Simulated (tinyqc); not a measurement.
# Joule-heated wire on a substrate, fin equation: several studies

A wire of length L loses heat along itself to two contacts and sideways to the substrate: kap A theta'' - g theta + p = 0 with theta = T - T0 and p = p0. The ends are held at T0. Constant conductivity, diffusive heat flow.

Inputs (values chosen for the exercise):
- kap = 120 W/(m K) (conductivity along the wire)
- A = 150 nm^2 (cross-section)
- g = 0.25 W/(m K) (conductance per length to the substrate)
- L = 1500 nm (length between the contacts)
- Rc = 0 K/uW (thermal resistance of each contact)
- p0 = 0.026 uW/nm (heating per length)

Each table varies one quantity; the others keep the values above.

## Effect of the conductivity along the wire

The equation is solved on 800 equal steps and the peak is the largest node value. LH = sqrt(kap A/g); the share is the integral of g theta over that of p.

Effect of the conductivity along the wire:

| kap (W/(m K)) | LH (nm) | L/LH | peak theta (K) | peak/(p0/g) | share to the substrate (%) |
|---|---|---|---|---|---|
| 12 | 84.85 | 17.68 | 104.0 | 0.9997 | 88.69 |
| 26 | 124.9 | 12.01 | 103.5 | 0.9951 | 83.35 |
| 56 | 183.3 | 8.183 | 100.5 | 0.9666 | 75.57 |
| 120 | 268.3 | 5.590 | 91.34 | 0.8782 | 64.49 |
| 260 | 395.0 | 3.798 | 73.54 | 0.7071 | 49.65 |
| 560 | 579.7 | 2.588 | 50.95 | 0.4899 | 33.52 |
| 1200 | 848.5 | 1.768 | 30.59 | 0.2941 | 19.86 |

What does the table show?

As kap goes from 12 to 1200 W/(m K), the peak theta falls from 104 to 30.6 K and the share of heat to the substrate falls from 88.7 to 19.9 %; L/LH goes from 18 to 1.8. Where L/LH is smallest the peak reaches 0.29 of p0/g, where it is largest 1.0: contacts cool the wire only within a few healing lengths.

## Effect of the conductance per length to the substrate

Same model as above.

Results:

| g (W/(m K)) | LH (nm) | L/LH | peak theta (K) | peak/(p0/g) | share to the substrate (%) |
|---|---|---|---|---|---|
| 0.025 | 848.5 | 1.768 | 305.9 | 0.2941 | 19.86 |
| 0.12 | 387.3 | 3.873 | 155.4 | 0.7175 | 50.46 |
| 0.25 | 268.3 | 5.590 | 91.34 | 0.8782 | 64.49 |
| 0.54 | 182.6 | 8.216 | 46.57 | 0.9671 | 75.67 |
| 1.2 | 122.5 | 12.25 | 21.57 | 0.9956 | 83.67 |
| 2.5 | 84.85 | 17.68 | 10.40 | 0.9997 | 88.69 |

Estimate the missing row, g = 0.054 W/(m K).

Computed row:

| g (W/(m K)) | LH (nm) | L/LH | peak theta (K) | peak/(p0/g) | share to the substrate (%) |
|---|---|---|---|---|---|
| 0.054 | 577.4 | 2.598 | 237.0 | 0.4922 | 33.68 |

With this row back in the table: As g goes from 0.025 to 2.5 W/(m K), the peak theta falls from 306 to 10.4 K and the share of heat to the substrate rises from 19.9 to 88.7 %; L/LH goes from 1.8 to 18. Where L/LH is smallest the peak reaches 0.29 of p0/g, where it is largest 1.0: contacts cool the wire only within a few healing lengths. For g = 0.025 to 0.054 W/(m K) the rise passes 200 K, so constant kap and g are doubtful.

## Effect of the length between the contacts

Same model as above.

The same in every row: LH (nm) = 268.3.

Result of one run:

| L (nm) | L/LH | peak theta (K) | peak/(p0/g) | share to the substrate (%) |
|---|---|---|---|---|
| 560 | 2.087 | 38.82 | 0.3733 | 25.32 |

What becomes of these results when the length between the contacts L is changed from 560 to 130 nm, all else the same?

Result of the changed run:

| L (nm) | L/LH | peak theta (K) | peak/(p0/g) | share to the substrate (%) |
|---|---|---|---|---|
| 130 | 0.4845 | 2.979 | 0.02864 | 1.911 |

The whole series:

| L (nm) | L/LH | peak theta (K) | peak/(p0/g) | share to the substrate (%) |
|---|---|---|---|---|
| 130 | 0.4845 | 2.979 | 0.02864 | 1.911 |
| 220 | 0.8199 | 8.166 | 0.07852 | 5.249 |
| 350 | 1.304 | 18.78 | 0.1805 | 12.12 |
| 560 | 2.087 | 38.82 | 0.3733 | 25.32 |
| 900 | 3.354 | 66.43 | 0.6388 | 44.40 |
| 1400 | 5.217 | 88.77 | 0.8535 | 62.08 |
| 2300 | 8.572 | 101.1 | 0.9725 | 76.68 |
| 3800 | 14.16 | 103.8 | 0.9983 | 85.88 |

As L goes from 130 to 3800 nm, the peak theta rises from 2.98 to 104 K and the share of heat to the substrate rises from 1.91 to 85.9 %; L/LH goes from 0.48 to 14. Where L/LH is smallest the peak reaches 0.029 of p0/g, where it is largest 1.0: contacts cool the wire only within a few healing lengths.

Program tinyqc, `OMP_NUM_THREADS=1 python tinyqc.py 2520143 2520144 out.jsonl`; Intel Xeon 2.30GHz, shared host, one thread, about 0.01 s.
